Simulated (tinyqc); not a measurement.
Capacitance of parallel on-chip lines from Laplace's equation on a mesh: one step of the calculation.

Cross-section of an endless row of equal lines between two grounded planes; neighbours are driven in antiphase (+1 V and -1 V), so the plane midway between two lines is at 0 V. By symmetry one quarter is solved: x runs from the centre of a line (column 0, mirror) to that midplane (column 5, 0 V), y from the mid-height of the line (row 0, mirror) to the ground plane (row 3, 0 V). The line fills columns 0 to 2 and rows 0 to 1 at 1 V. Cells beside the line (below row 1) have e2, cells above have e1. Each link between nodes has the conductance g = mean permittivity of the two cells beside it (a cell beyond a mirror counts as 0), and the free nodes obey sum g (V_neighbour - V) = 0.

Task. Relaxation sweep. One sweep visits the free nodes row by row from row 0, left to right, and replaces V by V + om (weighted mean of the neighbours - V), using new values at once.

Inputs (values chosen for the exercise):
```
symbol,value,unit,meaning
om,1.2,,over-relaxation factor
```

V after sweep 1 (V):
```
           col 0      col 1      col 2      col 3      col 4      col 5
row 0  1.0000000  1.0000000  1.0000000  0.3000000  0.0900000  0.0000000
row 1  1.0000000  1.0000000  1.0000000  0.3852632  0.1411579  0.0000000
row 2  0.3000000  0.3900000  0.4170000  0.2406789  0.1145511  0.0000000
row 3  0.0000000  0.0000000  0.0000000  0.0000000  0.0000000  0.0000000
```

gx:
```
       col 0  col 1  col 2  col 3  col 4
row 0   1.35   1.35   1.35   1.35   1.35
row 1   2.85   2.85   2.85   2.85   2.85
row 2      3      3      3      3      3
row 3    1.5    1.5    1.5    1.5    1.5
```

gy:
```
       col 0  col 1  col 2  col 3  col 4  col 5
row 0   1.35    2.7    2.7    2.7    2.7   1.35
row 1    1.5      3      3      3      3    1.5
row 2    1.5      3      3      3      3    1.5
```

Find: V after sweep 2.

Result.

V after sweep 2 (V):
```
       col 0  col 1  col 2  col 3  col 4  col 5
row 0  1.000  1.000  1.000  0.498  0.216  0.000
row 1  1.000  1.000  1.000  0.483  0.214  0.000
row 2  0.474  0.489  0.436  0.262  0.120  0.000
row 3  0.000  0.000  0.000  0.000  0.000  0.000
```

tinyqc, about 1 s, one thread, Intel Xeon 2.30GHz (shared host): `OMP_NUM_THREADS=1 python tinyqc.py 2790157 2790158 out.jsonl`
